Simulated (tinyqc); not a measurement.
# Carrier lifetime of a p-type layer with SRH, radiative, Auger and surface recombination, step by step

Program tinyqc, `OMP_NUM_THREADS=1 python tinyqc.py 2300151 2300152 out.jsonl`; Intel Xeon 2.30GHz, shared host, one thread, about 0.01 s. Printed values are rounded.

Uniform excess density dn = dp (no trapping), n = n0 + dn, p = p0 + dn, Boltzmann statistics, full ionisation. Surfaces enter as a rate 2 S dn/d, which holds while diffusion to them is fast.

Values chosen for this exercise; band and dielectric values close to those of silicon: temperature T = 250 K; band gap Eg = 1.12 eV; conduction-band density of states at T Nc = 2.14e19 cm^-3; valence-band density of states at T Nv = 1.99e19 cm^-3; radiative coefficient B = 4.79e-15 cm^3/s; acceptor density N = 6.4e15 cm^-3; Auger coefficient (two electrons) Cn = 3.5e-31 cm^6/s; Auger coefficient (two holes) Cp = 1.6e-31 cm^6/s; trap density Nt = 4.5e13 cm^-3; capture cross-section for electrons sn = 1e-13 cm^2; capture cross-section for holes sp = 2e-16 cm^2; thermal velocity (both carriers) vth = 1.9e7 cm/s; trap level below the conduction band Et = 0.37 eV; surface recombination velocity (both faces) S = 800 cm/s; sample thickness d = 30 um; generation rate G = 7.2e22 cm^-3 s^-1.

Constants: q = 1.602176634e-19 C, kB = 1.380649e-23 J/K, Vt = kB T/q. Results are converted to the units shown.

## Equilibrium densities and SRH constants

ni = sqrt(Nc Nv) exp(-Eg/(2 Vt)), Eg in volts; majority density N/2 + sqrt(N^2/4 + ni^2), n0 p0 = ni^2; n1 = Nc exp(-Et/Vt), p1 = Nv exp((Et - Eg)/Vt); tn0 = 1/(sn vth Nt), tp0 = 1/(sp vth Nt).

ni = 1.06055e8 cm^-3
n0 = 1.75744 cm^-3
p0 = 6.4e15 cm^-3
n1 = 7.43947e11 cm^-3
p1 = 15118.8 cm^-3
tn0 = 1.16959e-8 s
tp0 = 5.84795e-6 s

## Starting value

dn = 5e15 cm^-3.

dn at the start = 5e15 cm^-3

## Iteration 1: new dn

With e = n p - ni^2 = dn (n0 + p0 + dn): U_SRH = e/(tp0 (n + n1) + tn0 (p + p1)), U_rad = B e, U_Aug = (Cn n + Cp p) e, U_s = 2 S dn/d. Newton step on ln U(ln dn) = ln G, U the sum: k = d ln U/d ln dn (central difference over factors 1.0001), dn(new) = dn (G/U)^(1/k).

U_SRH = 1.94026e21 cm^-3 s^-1
U_rad = 2.73030e17 cm^-3 s^-1
U_Aug = 2.03718e17 cm^-3 s^-1
U_s = 2.66667e21 cm^-3 s^-1
k = 0.764795
dn after iteration 1 = 1.81974e17 cm^-3

## Iteration 2: new dn

As before.

U_SRH = 3.21454e22 cm^-3 s^-1
U_rad = 1.64198e20 cm^-3 s^-1
U_Aug = 3.21646e21 cm^-3 s^-1
U_s = 9.70530e22 cm^-3 s^-1
k = 1.04041
dn after iteration 2 = 1.01197e17 cm^-3

## Iteration 3: new dn

As before.

U_SRH = 1.83598e22 cm^-3 s^-1
U_rad = 5.21555e19 cm^-3 s^-1
U_Aug = 5.73104e20 cm^-3 s^-1
U_s = 5.39715e22 cm^-3 s^-1
k = 1.00083
dn after iteration 3 = 9.98708e16 cm^-3

## Course of the iteration

Stop when the step is below 1e-10 of the value, or after 40 iterations.

Course of the iteration:
```
iteration  dn before the step (cm^-3)  step (cm^-3)
1                                5e15       1.77e17
2                          1.81974e17      -8.08e16
3                          1.01197e17      -1.33e15
4                          9.98708e16      -3.91e11
5                          9.98704e16       -3.41e4
```

Converged in 5 iterations.

## Lifetime, shares and quasi-Fermi splitting

converged dn = 9.98704e16 cm^-3

With e = n p - ni^2 = dn (n0 + p0 + dn): U_SRH = e/(tp0 (n + n1) + tn0 (p + p1)), U_rad = B e, U_Aug = (Cn n + Cp p) e, U_s = 2 S dn/d. tau = dn/U, shares of U, splitting Vt ln(n p/ni^2), radiative efficiency U_rad/U.

tau = 1.38709e-6 s
shares (%): SRH 25.1854, radiative 0.0706, Auger 0.7659, surface 73.9781
quasi-Fermi splitting = 0.891646 V

Surface recombination takes the largest share. dn is 16 times the doping: high injection.
